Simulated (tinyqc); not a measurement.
Inside a calculation. Model: space-charge-limited current through a thin insulating or semi-insulating film with traps. Computed by tinyqc, a small Python program that keeps every step. Command: `OMP_NUM_THREADS=1 python tinyqc.py 3021883 3021884 out.jsonl sclc walk`. One thread of a shared host (Intel(R) Xeon(R) Processor @ 2.30GHz), about 0.01 s of CPU time with the checks. Intermediate numbers are printed to about 6 digits and carried at full precision; extremes and crossings named in words are read from the listed rows.

One ohmic injecting contact at x = 0 (field zero), drift only, non-degenerate free carriers.

Inputs (values chosen for the exercise, modelled on semi-insulating GaN):
```
quantity                                            value        unit
permittivity eps                                      9.7           -
band mobility mu                                      280  cm^2/(V s)
effective density of states N_c                   2.2e+18      1/cm^3
trap density N_t                                  3.4e+18      1/cm^3
equilibrium Fermi level below the band edge, E_0     0.81          eV
thickness d                                            95          nm
free density at the anode, in units of N_c        1.2e-06           -
temperature T                                         300           K
characteristic temperature T_c                        700           K
```

Traps: exponential tail.

Constants: k_B = 8.617333262e-05 eV/K; e = 1.602176634e-19 C; eps_0 = 8.8541878128e-12 F/m.

## Equilibrium and landmark voltages

Free density n_0 = N_c exp(-E_0/k_B T) in equilibrium; trapped density n_t(n) = N_t (n/N_c)^(T/T_c) (the low-temperature form). theta = n/(n + n_t) at the anode density; trap-filled-limit voltage V_TFL = e (N_t - n_t(n_0)) d^2/(2 eps eps_0).

n_0 = 54327.7 1/cm^3

n_t(n_0) = 5.00882e+12 1/cm^3

theta = 2.67610e-04

V_TFL = 28.6210 V

## One point of the curve

J = e mu n F and (eps eps_0/e) dF/dx = n - n_0 + n_t(n) - n_t(n_0) = rho(n). With F = J/(e mu n): d = (eps eps_0 J/(e^2 mu)) I_1 and V = (eps eps_0 J^2/(e^3 mu^2)) I_2, I_k = int_(n_L)^infinity dn/(n^(k+1) rho(n)), n_L the density at the anode; with u = n_L/n, 200 Gauss-Legendre points in t, u = 1 - (1 - t)^2. Anode field J/(e mu n_L); Mott-Gurney current (9/8) eps eps_0 mu V^2/d^3; ohmic current e n_0 mu V/d.

I_1 = 2.68834e-29 cm^6

I_2 = 5.99089e-42 cm^9

current density J = 2.95731 A/cm^2

voltage V = 0.139559 V

anode field over mean field V/d = 1.69977

trap-free Mott-Gurney current = 6145.79 A/cm^2

ohmic current = 3.58035e-08 A/cm^2

J is 4.81e-4 times the trap-free law and 8.26e7 times the ohmic current; theta is 2.68e-4. The field ratio is 1 for ohmic flow, 3/2 for the square law and 2 for a uniform fixed charge; here 1.70. Caution: V is below 10 k_B T/e, where diffusion from the contact, left out here, dominates.

## The whole curve

The last column is d ln J/d ln V up to the next row.

Current against voltage:
```
n_L (1/cm^3)        V (V)   J (A/cm^2)    slope
5.70e+04      1.18869e-05  4.00122e-12  2.08596
8.00e+05      1.74412e-04  1.08513e-09  3.03149
1.10e+07      6.40911e-04  5.60972e-08  3.23792
1.50e+08      2.06543e-03  2.48025e-06  3.30283
2.20e+09      6.63508e-03  1.17081e-04  3.32352
3.00e+10      2.04319e-02  4.91924e-03  3.32984
4.20e+11      6.34266e-02  2.13826e-01  3.33084
5.80e+12      1.95628e-01  9.10700e+00  3.32643
8.10e+13      6.07480e-01  3.94744e+02  3.30473
1.10e+15      1.88224e+00  1.65733e+04  3.21718
1.60e+16      6.27128e+00  7.96104e+05  2.95670
2.20e+17      2.36300e+01  4.02111e+07        -
```

The slope starts at 2.09, peaks at 3.3 between 0.0634 and 0.196 V and ends at 2.96. Rows below 0.26 V (10 k_B T/e) are formal, since diffusion from the contact rules there. Self-heating is left out, although J V exceeds 1e5 W/cm^2 at the last row. The last rows ignore velocity saturation (mu V/d above 1e7 cm/s). An exponential tail gives the power law T_c/T + 1 = 3.33, which the middle rows approach.

Checks made by the program: trap-free limit against the Mott-Gurney law (relative difference 5e-08).
